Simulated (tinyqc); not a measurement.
Inside a calculation. Method: CIS on RHF in the 6-31g basis, for H3+, spin multiplicity 1. Computed by tinyqc, a small Python program that keeps every step (integrals from PySCF). Settings: charge = 1, multiplicity = 1, basis = 6-31g, method = RHF, energy threshold = 1e-10, iteration cap = 75, orthogonalisation = symmetric, start = atomic densities, DIIS depth = 6. Command: `OMP_NUM_THREADS=1 python tinyqc.py 24670 24671 out.jsonl` (the two numbers bound the seeds that draw the settings). One thread of a shared host (Intel(R) Xeon(R) Processor @ 2.60GHz), about 0.06 s of CPU time with the checks. The early iterations of the SCF are left out here.

## One-electron integrals

Geometry (angstrom):
```
atom         x         y          z
H     0.000000  0.000000   0.000000
H     0.000000  0.000000   1.087000
H     0.000000  0.931000  -0.561000
```

Basis 6-31g: exponents (1/bohr^2) and contraction coefficients of normalised primitives:
```
element  l (shell)   exponent  coefficient
H            s (1)  18.731137     0.033495
H            s (1)   2.825394     0.234727
H            s (1)   0.640122     0.813757
H            s (2)   0.161278     1.000000
```

Overlap, kinetic and nuclear-attraction integrals over the contracted functions; the nuclear repulsion is the sum of Za Zb / Rab.

nuclear repulsion = 1.25323985 hartree

overlap S, order 1H 1s, 1H 2s, 2H 1s, 2H 2s, 3H 1s, 3H 2s:
```
[[1.000000, 0.658292, 0.201467, 0.378118, 0.201489, 0.378134],
 [0.658292, 1.000000, 0.378118, 0.711591, 0.378134, 0.711608],
 [0.201467, 0.378118, 1.000000, 0.658292, 0.011365, 0.122898],
 [0.378118, 0.711591, 0.658292, 1.000000, 0.122898, 0.356405],
 [0.201489, 0.378134, 0.011365, 0.122898, 1.000000, 0.658292],
 [0.378134, 0.711608, 0.122898, 0.356405, 0.658292, 1.000000]]
```

kinetic energy T (hartree), order 1H 1s, 1H 2s, 2H 1s, 2H 2s, 3H 1s, 3H 2s:
```
[[1.395678, 0.259735, -0.007722, 0.093756, -0.007709, 0.093764],
 [0.259735, 0.241917, 0.093756, 0.133097, 0.093764, 0.133103],
 [-0.007722, 0.093756, 1.395678, 0.259735, -0.020135, -0.005747],
 [0.093756, 0.133097, 0.259735, 0.241917, -0.005747, 0.026919],
 [-0.007709, 0.093764, -0.020135, -0.005747, 1.395678, 0.259735],
 [0.093764, 0.133103, -0.005747, 0.026919, 0.259735, 0.241917]]
```

nuclear attraction V (hartree), order 1H 1s, 1H 2s, 2H 1s, 2H 2s, 3H 1s, 3H 2s:
```
[[-2.626243, -1.377971, -0.448656, -0.791114, -0.448713, -0.791150],
 [-1.377971, -1.518144, -0.741825, -1.071652, -0.741863, -1.071682],
 [-0.448656, -0.741825, -2.419303, -1.244177, -0.022856, -0.239958],
 [-0.791114, -1.071652, -1.244177, -1.357930, -0.239960, -0.544061],
 [-0.448713, -0.741863, -0.022856, -0.239960, -2.419320, -1.244188],
 [-0.791150, -1.071682, -0.239958, -0.544061, -1.244188, -1.357941]]
```

core Hamiltonian H = T + V (hartree), order 1H 1s, 1H 2s, 2H 1s, 2H 2s, 3H 1s, 3H 2s:
```
[[-1.230564, -1.118236, -0.456379, -0.697358, -0.456422, -0.697385],
 [-1.118236, -1.276228, -0.648069, -0.938555, -0.648098, -0.938578],
 [-0.456379, -0.648069, -1.023624, -0.984442, -0.042990, -0.245705],
 [-0.697358, -0.938555, -0.984442, -1.116014, -0.245707, -0.517142],
 [-0.456422, -0.648098, -0.042990, -0.245707, -1.023642, -0.984453],
 [-0.697385, -0.938578, -0.245705, -0.517142, -0.984453, -1.116024]]
```

## Two-electron integrals

Functions are numbered as in S; the eight-fold symmetry (ij|kl) = (ji|kl) = (kl|ij) leaves the list below.

Two-electron integrals (ij|kl) in chemists' order, unique and non-zero (hartree):
```
(11|11) 1.076566   (21|11) 0.578470   (21|21) 0.329423   (22|11) 0.587396
(22|21) 0.361304   (22|22) 0.453150   (31|11) 0.157640   (31|21) 0.092650
(31|22) 0.106239   (31|31) 0.037460   (32|11) 0.208389   (32|21) 0.130802
(32|22) 0.169040   (32|31) 0.058304   (32|32) 0.107600   (33|11) 0.481561
(33|21) 0.310813   (33|22) 0.423040   (33|31) 0.157640   (33|32) 0.321866
(33|33) 1.076566   (41|11) 0.321866   (41|21) 0.184640   (41|22) 0.204873
(41|31) 0.058304   (41|32) 0.084854   (41|33) 0.208389   (41|41) 0.107600
(42|11) 0.381239   (42|21) 0.237143   (42|22) 0.305068   (42|31) 0.082445
(42|32) 0.142530   (42|33) 0.381239   (42|41) 0.142530   (42|42) 0.229458
(43|11) 0.310813   (43|21) 0.199138   (43|22) 0.269747   (43|31) 0.092650
(43|32) 0.184640   (43|33) 0.578470   (43|41) 0.130802   (43|42) 0.237143
(43|43) 0.329423   (44|11) 0.423040   (44|21) 0.269747   (44|22) 0.368349
(44|31) 0.106239   (44|32) 0.204873   (44|33) 0.587396   (44|41) 0.169040
(44|42) 0.305068   (44|43) 0.361304   (44|44) 0.453150   (51|11) 0.157660
(51|21) 0.092662   (51|22) 0.106251   (51|31) 0.022219   (51|32) 0.031731
(51|33) 0.073941   (51|41) 0.049197   (51|42) 0.064475   (51|43) 0.048452
(51|44) 0.070300   (51|51) 0.037468   (52|11) 0.208403   (52|21) 0.130810
(52|22) 0.169050   (52|31) 0.031729   (52|32) 0.048738   (52|33) 0.116308
(52|41) 0.069451   (52|42) 0.101565   (52|43) 0.076389   (52|44) 0.113292
(52|51) 0.058313   (52|52) 0.107608   (53|11) 0.008712   (53|21) 0.005166
(53|22) 0.005971   (53|31) 0.001692   (53|32) 0.002529   (53|33) 0.006197
(53|41) 0.003063   (53|42) 0.004241   (53|43) 0.003913   (53|44) 0.005093
(53|51) 0.001692   (53|52) 0.002529   (53|53) 0.000116   (54|11) 0.072318
(54|21) 0.044913   (54|22) 0.056807   (54|31) 0.011558   (54|32) 0.017716
(54|33) 0.042309   (54|41) 0.024446   (54|42) 0.035567   (54|43) 0.027692
(54|44) 0.040339   (54|51) 0.019158   (54|52) 0.033979   (54|53) 0.000924
(54|54) 0.011180   (55|11) 0.481578   (55|21) 0.310823   (55|22) 0.423048
(55|31) 0.073934   (55|32) 0.116303   (55|33) 0.279568   (55|41) 0.163546
(55|42) 0.248948   (55|43) 0.183998   (55|44) 0.277134   (55|51) 0.157660
(55|52) 0.321880   (55|53) 0.006197   (55|54) 0.098216   (55|55) 1.076566
(61|11) 0.321880   (61|21) 0.184648   (61|22) 0.204881   (61|31) 0.049193
(61|32) 0.069450   (61|33) 0.163549   (61|41) 0.101581   (61|42) 0.130836
(61|43) 0.105690   (61|44) 0.146593   (61|51) 0.058313   (61|52) 0.084862
(61|53) 0.003063   (61|54) 0.028772   (61|55) 0.208403   (61|61) 0.107608
(62|11) 0.381251   (62|21) 0.237150   (62|22) 0.305077   (62|31) 0.064470
(62|32) 0.101563   (62|33) 0.248951   (62|41) 0.130834   (62|42) 0.195433
(62|43) 0.161125   (62|44) 0.229124   (62|51) 0.082456   (62|52) 0.142540
(62|53) 0.004241   (62|54) 0.046593   (62|55) 0.381251   (62|61) 0.142540
(62|62) 0.229469   (63|11) 0.072316   (63|21) 0.044912   (63|22) 0.056806
(63|31) 0.019155   (63|32) 0.033977   (63|33) 0.098216   (63|41) 0.028770
(63|42) 0.046592   (63|43) 0.057144   (63|44) 0.064868   (63|51) 0.011559
(63|52) 0.017716   (63|53) 0.000924   (63|54) 0.006499   (63|55) 0.042309
(63|61) 0.024447   (63|62) 0.035568   (63|63) 0.011180   (64|11) 0.191493
(64|21) 0.119075   (64|22) 0.153063   (64|31) 0.037808   (64|32) 0.062905
(64|33) 0.161730   (64|41) 0.069457   (64|42) 0.108728   (64|43) 0.102437
(64|44) 0.137553   (64|51) 0.037811   (64|52) 0.062908   (64|53) 0.002316
(64|54) 0.021741   (64|55) 0.161730   (64|61) 0.069460   (64|62) 0.108730
(64|63) 0.021741   (64|64) 0.057561   (65|11) 0.310823   (65|21) 0.199144
(65|22) 0.269752   (65|31) 0.048448   (65|32) 0.076386   (65|33) 0.183998
(65|41) 0.105688   (65|42) 0.161123   (65|43) 0.121022   (65|44) 0.181417
(65|51) 0.092662   (65|52) 0.184648   (65|53) 0.003913   (65|54) 0.057144
(65|55) 0.578470   (65|61) 0.130810   (65|62) 0.237150   (65|63) 0.027692
(65|64) 0.102437   (65|65) 0.329423   (66|11) 0.423048   (66|21) 0.269752
(66|22) 0.368354   (66|31) 0.070293   (66|32) 0.113287   (66|33) 0.277134
(66|41) 0.146590   (66|42) 0.229120   (66|43) 0.181417   (66|44) 0.267774
(66|51) 0.106251   (66|52) 0.204881   (66|53) 0.005093   (66|54) 0.064868
(66|55) 0.587396   (66|61) 0.169050   (66|62) 0.305077   (66|63) 0.040339
(66|64) 0.137553   (66|65) 0.361304   (66|66) 0.453150
```

## Orthogonalisation

S = U s U^T; symmetric (Loewdin) form X = U s^(-1/2) U^T, so that X^T S X = 1.

eigenvalues of S: [0.101190, 0.253612, 0.406245, 0.777942, 1.378619, 3.082392]

X, order 1H 1s, 1H 2s, 2H 1s, 2H 2s, 3H 1s, 3H 2s:
```
[[1.267943, -0.563239, -0.017350, 0.045906, -0.017361, 0.045909],
 [-0.563239, 2.178344, -0.012871, -0.716562, -0.012869, -0.716594],
 [-0.017350, -0.012871, 1.256704, -0.493279, 0.011912, 0.046406],
 [0.045906, -0.716562, -0.493279, 1.646791, 0.046407, 0.054208],
 [-0.017361, -0.012869, 0.011912, 0.046407, 1.256704, -0.493278],
 [0.045909, -0.716594, 0.046406, 0.054208, -0.493278, 1.646820]]
```

## Iteration 6 (converged): orbitals

converged F (hartree), order 1H 1s, 1H 2s, 2H 1s, 2H 2s, 3H 1s, 3H 2s:
```
[[-0.363120, -0.736555, -0.421832, -0.533265, -0.421861, -0.533283],
 [-0.736555, -0.744463, -0.493979, -0.592887, -0.493999, -0.592899],
 [-0.421832, -0.493979, -0.239677, -0.583915, -0.120753, -0.262270],
 [-0.533265, -0.592887, -0.583915, -0.570896, -0.262274, -0.396229],
 [-0.421861, -0.493999, -0.120753, -0.262274, -0.239683, -0.583925],
 [-0.533283, -0.592899, -0.262270, -0.396229, -0.583925, -0.570904]]
```

Diagonalise F' = X^T F X, C = X C', fill 1 alpha and 1 beta electrons from the bottom; D = 2 C_occ C_occ^T. Each column has its largest component positive (the first on a tie).

F' = X^T F X (hartree):
```
[[0.185455, -0.616729, -0.192219, -0.111607, -0.192245, -0.111607],
 [-0.616729, 0.019198, -0.144939, -0.168844, -0.144939, -0.168848],
 [-0.192219, -0.144939, 0.210666, -0.525523, 0.013658, -0.024214],
 [-0.111607, -0.168844, -0.525523, -0.025874, -0.024214, -0.101117],
 [-0.192245, -0.144939, 0.013658, -0.024214, 0.210672, -0.525525],
 [-0.111607, -0.168848, -0.024214, -0.101117, -0.525525, -0.025870]]
```

orbital energies (hartree): [-0.953181, -0.368866, -0.105684, 0.589991, 0.641122, 0.770866]

coefficients C, order 1H 1s, 1H 2s, 2H 1s, 2H 2s, 3H 1s, 3H 2s:
```
[[0.322349, -0.000010, 0.256271, 0.583817, 0.000081, -1.191347],
 [0.323926, -0.000013, 1.531422, -0.577416, -0.000146, 1.818277],
 [0.220469, 0.298033, -0.119176, 0.788944, -0.911972, 0.468648],
 [0.154874, 0.589900, -1.005339, -0.502437, 1.032502, -0.880187],
 [0.220478, -0.298020, -0.119187, 0.789002, 0.911830, 0.468830],
 [0.154874, -0.589862, -1.005416, -0.502508, -1.032302, -0.880398]]
```

D after iteration 6, order 1H 1s, 1H 2s, 2H 1s, 2H 2s, 3H 1s, 3H 2s:
```
[[0.207818, 0.208834, 0.142136, 0.099847, 0.142142, 0.099847],
 [0.208834, 0.209856, 0.142831, 0.100335, 0.142837, 0.100335],
 [0.142136, 0.142831, 0.097213, 0.068290, 0.097217, 0.068290],
 [0.099847, 0.100335, 0.068290, 0.047972, 0.068293, 0.047972],
 [0.142142, 0.142837, 0.097217, 0.068293, 0.097221, 0.068293],
 [0.099847, 0.100335, 0.068290, 0.047972, 0.068293, 0.047972]]
```

## Convergence

Stop when the energy changes by less than 1e-10 hartree and every element of the error matrix X^T (F D S - S D F) X is below 3e-06.

Course of the cycle:
```
iteration  E (hartree)     change  largest element of the error matrix
1          -0.68877415          -                             7.69e-02
2          -1.18719915  -4.98e-01                             1.41e-02
3          -1.18777031  -5.71e-04                             2.58e-03
4          -1.18778848  -1.82e-05                             9.41e-05
5          -1.18778849  -1.01e-08                             2.77e-06
6          -1.18778849  -2.80e-11                             1.77e-07
```

PySCF RHF in the same basis = -1.18778849 hartree

Converged in 6 iterations.

## Integrals over molecular orbitals

(pq|rs) = sum C_ip C_jq C_kr C_ls (ij|kl), one index at a time.

one-electron integrals over orbitals h = C^T H C (hartree):
```
[[-1.487847, 0.000006, -0.065530, -0.083871, -0.000006, 0.065944],
 [0.000006, -1.110453, -0.000003, 0.000007, 0.143755, 0.000010],
 [-0.065530, -0.000003, -0.845167, 0.041498, -0.000013, 0.188148],
 [-0.083871, 0.000007, 0.041498, -0.223738, -0.000008, 0.036358],
 [-0.000006, 0.143755, -0.000013, -0.000008, -0.125617, 0.000009],
 [0.065944, 0.000010, 0.188148, 0.036358, 0.000009, -0.196988]]
```

Two-electron integrals over orbitals (pq|rs), unique and non-zero (hartree):
```
(11|11) 0.534666    (21|11) -0.000006   (21|21) 0.119466    (22|11) 0.430527
(22|21) 0.000007    (22|22) 0.442287    (31|11) 0.065530    (31|21) 1.05e-06
(31|22) -0.024356   (31|31) 0.081048    (32|11) 2.02e-06    (32|21) -0.081554
(32|22) -0.000005   (32|31) -3.36e-06   (32|32) 0.076566    (33|11) 0.410265
(33|21) -0.000006   (33|22) 0.359852    (33|31) 0.038017    (33|32) 4.24e-06
(33|33) 0.362655    (41|11) 0.083871    (41|21) -3.89e-06   (41|22) 0.076050
(41|31) -0.000177   (41|32) 1.72e-06    (41|33) 0.043298    (41|41) 0.054836
(42|11) -0.000005   (42|21) 0.059371    (42|22) 2.01e-06    (42|31) 5.08e-07
(42|32) -0.036856   (42|33) -3.18e-06   (42|41) -4.08e-06   (42|42) 0.059648
(43|11) -0.020838   (43|21) 2.79e-07    (43|22) -0.030487   (43|31) 0.001843
(43|32) -1.29e-08   (43|33) -0.014813   (43|41) -0.010071   (43|42) 1.72e-06
(43|43) 0.028197    (44|11) 0.434282    (44|21) -0.000010   (44|22) 0.406716
(44|31) 0.008515    (44|32) 0.000006    (44|33) 0.354834    (44|41) 0.070478
(44|42) -0.000007   (44|43) -0.031968   (44|44) 0.408663    (51|11) 0.000006
(51|21) -0.055721   (51|22) -0.000006   (51|31) 3.66e-06    (51|32) 0.033345
(51|33) 3.68e-06    (51|41) 2.56e-06    (51|42) -0.052833   (51|43) 1.30e-06
(51|44) 3.30e-06    (51|51) 0.048340    (52|11) -0.099738   (52|21) -0.000009
(52|22) -0.103715   (52|31) 0.013314    (52|32) 4.74e-06    (52|33) -0.049729
(52|41) -0.058606   (52|42) -0.000006   (52|43) 0.028772    (52|44) -0.100920
(52|51) 0.000010    (52|52) 0.085133    (53|11) 0.000008    (53|21) 0.017159
(53|22) 0.000006    (53|31) 2.93e-06    (53|32) -0.000837   (53|33) 0.000005
(53|41) 2.25e-06    (53|42) 0.029298    (53|43) 1.41e-06    (53|44) 4.34e-06
(53|51) -0.025169   (53|52) -0.000007   (53|53) 0.024790    (54|11) 0.000005
(54|21) -0.127627   (54|22) -0.000013   (54|31) 2.13e-06    (54|32) 0.091713
(54|33) 0.000006    (54|41) 2.24e-06    (54|42) -0.074872   (54|43) 3.39e-07
(54|44) 0.000008    (54|51) 0.068924    (54|52) 0.000014    (54|53) -0.023601
(54|54) 0.156379    (55|11) 0.407539    (55|21) 0.000023    (55|22) 0.424154
(55|31) -0.026709   (55|32) -0.000017   (55|33) 0.339941    (55|41) 0.082389
(55|42) 0.000013    (55|43) -0.035545   (55|44) 0.405769    (55|51) -0.000017
(55|52) -0.114101   (55|53) 0.000009    (55|54) -0.000034   (55|55) 0.431392
(61|11) -0.065944   (61|21) -4.23e-06   (61|22) 0.018135    (61|31) -0.064575
(61|32) 0.000005    (61|33) -0.037955   (61|41) -0.011549   (61|42) -4.47e-06
(61|43) -0.029659   (61|44) -0.001525   (61|51) -2.42e-06   (61|52) -0.020152
(61|53) -0.000006   (61|54) 2.61e-06    (61|55) 0.027370    (61|61) 0.095015
(62|11) -0.000007   (62|21) 0.058058    (62|22) -4.50e-06   (62|31) 4.51e-06
(62|32) -0.035817   (62|33) -4.44e-06   (62|41) -0.000006   (62|42) 0.043260
(62|43) 3.79e-06    (62|44) -0.000012   (62|51) -0.038968   (62|52) 3.38e-07
(62|53) 0.022635    (62|54) -0.069407   (62|55) 3.68e-06    (62|61) -0.000008
(62|62) 0.040076    (63|11) -0.126361   (63|21) 0.000006    (63|22) -0.069787
(63|31) -0.037118   (63|32) -1.31e-06   (63|33) -0.067683   (63|41) -0.049764
(63|42) 0.000006    (63|43) -0.003029   (63|44) -0.077117   (63|51) -0.000007
(63|52) 0.043700    (63|53) -2.62e-06   (63|54) -0.000006   (63|55) -0.065265
(63|61) 0.056871    (63|62) 0.000005    (63|63) 0.078683    (64|11) -0.023953
(64|21) -0.000012   (64|22) 0.051252    (64|31) -0.068470   (64|32) 0.000011
(64|33) -0.015954   (64|41) 0.019538    (64|42) -0.000008   (64|43) -0.013451
(64|44) 0.024508    (64|51) 2.60e-06    (64|52) -0.040875   (64|53) -4.13e-06
(64|54) 0.000011    (64|55) 0.063740    (64|61) 0.064604    (64|62) -0.000013
(64|63) 0.019333    (64|64) 0.078832    (65|11) -0.000006   (65|21) -0.077029
(65|22) -2.67e-06   (65|31) -0.000011   (65|32) 0.061036    (65|33) -1.54e-06
(65|41) 1.95e-06    (65|42) -0.052504   (65|43) -2.71e-06   (65|44) 0.000006
(65|51) 0.047759    (65|52) 4.55e-06    (65|53) -0.014355   (65|54) 0.096618
(65|55) -0.000015   (65|61) 0.000016    (65|62) -0.042612   (65|63) 2.88e-06
(65|64) 0.000021    (65|65) 0.066200    (66|11) 0.531435    (66|21) -0.000020
(66|22) 0.392070    (66|31) 0.104475    (66|32) 0.000012    (66|33) 0.415981
(66|41) 0.092372    (66|42) -0.000015   (66|43) -0.009727   (66|44) 0.419716
(66|51) 0.000018    (66|52) -0.084512   (66|53) 0.000008    (66|54) 0.000025
(66|55) 0.377668    (66|61) -0.118586   (66|62) -0.000012   (66|63) -0.152561
(66|64) -0.069684   (66|65) -1.23e-06   (66|66) 0.599997
```

## CIS matrix, singlets

A(ia,jb) = (e_a - e_i) d_ij d_ab + 2 (ia|jb) - (ij|ab).

CIS matrix A, singlet (hartree), order 1>2, 1>3, 1>4, 1>5, 1>6:
```
[[0.392721, 0.000000, -0.000002, -0.011703, -0.000001],
 [0.000000, 0.599327, 0.020483, -0.000001, -0.002788],
 [-0.000002, 0.020483, 1.218561, 0.000000, 0.000856],
 [-0.011703, -0.000001, 0.000000, 1.283443, 0.000001],
 [-0.000001, -0.002788, 0.000856, 0.000001, 1.382642]]
```

## CIS singlet states

dipole integrals <i|r|a> (bohr), order 1>2, 1>3, 1>4, 1>5, 1>6:
```
[[0.000000, -0.681536, 1.206439],
 [0.000000, -0.673807, -0.380612],
 [0.000000, 0.110117, 0.062209],
 [0.000000, -0.016403, 0.029061],
 [0.000000, -0.089031, -0.050307]]
```

Diagonalise A (1 hartree = 27.211386 eV); each vector has its largest component positive (the first on a tie). The transition dipole is mu = sqrt2 sum c_ia <i|r|a>.

singlet excitation energies (eV): [10.682302, 16.289832, 33.177050, 34.928443, 37.623988]

lowest vectors, order 1>2, 1>3, 1>4, 1>5, 1>6:
```
[[0.999914, 0.000001, -0.000003, -0.013136, -0.000001],
 [-0.000001, 0.999448, 0.033044, -0.000002, -0.003434],
 [0.000003, -0.033028, 0.999443, -0.000004, 0.004789],
 [0.013136, 0.000002, 0.000004, 0.999914, 0.000009],
 [0.000001, 0.003591, -0.004673, -0.000009, 0.999983]]
```

oscillator strengths 2/3 w |mu|^2: [1.005428, 0.483120, 0.016685, 0.000394, 0.018067]

## CIS matrix, triplets

A(ia,jb) = (e_a - e_i) d_ij d_ab - (ij|ab).

CIS matrix A, triplet (hartree), order 1>2, 1>3, 1>4, 1>5, 1>6:
```
[[0.153788, -0.000002, 0.000005, 0.099738, 0.000007],
 [-0.000002, 0.437231, 0.020838, -0.000008, 0.126361],
 [0.000005, 0.020838, 1.108889, -0.000005, 0.023953],
 [0.099738, -0.000008, -0.000005, 1.186763, 0.000006],
 [0.000007, 0.126361, 0.023953, 0.000006, 1.192613]]
```

## CIS triplet states

Diagonalise A (1 hartree = 27.211386 eV); each vector has its largest component positive (the first on a tie).

triplet excitation energies (eV): [3.925138, 11.326735, 30.006078, 32.553122, 33.191913]

lowest vectors, order 1>2, 1>3, 1>4, 1>5, 1>6:
```
[[0.995455, -0.000008, 0.000011, 0.095236, 0.000021],
 [0.000008, 0.986842, -0.014776, -0.000035, 0.161012],
 [-0.000006, -0.024159, 0.971161, -0.000099, 0.237198],
 [-0.095236, 0.000013, 0.000065, 0.995455, 0.000151],
 [-0.000007, -0.159874, -0.237966, -0.000129, 0.958025]]
```
